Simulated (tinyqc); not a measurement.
Inside a calculation. Method: tight binding, honeycomb lattice. One step of it, computed by the program tinyqc.

Task: Bloch Hamiltonian at k. H_AB = -t1 (1 + exp(-i k.a1) + exp(-i k.a2)); H_AA = delta - 2 t2 sum cos(k.b + phi), H_BB = -delta - 2 t2 sum cos(k.b - phi), b = a1, a2 - a1, -a2.

Parameters chosen for this model:
```
parameter     value                        unit
t1         2.800000                 eV, nearest
t2                0       eV, second neighbours
phi               0  rad, phase of t2 (Haldane)
delta      0.890000          eV, +/- on A and B
```

k point k (fractions of the reciprocal vectors): -0.490000  -0.120000

Give: H(k) at k.

Result:

H(k) at k (eV):
```
                 A                B
A           0.8900  -2.0466-2.0925i
B  -2.0466+2.0925i          -0.8900
```
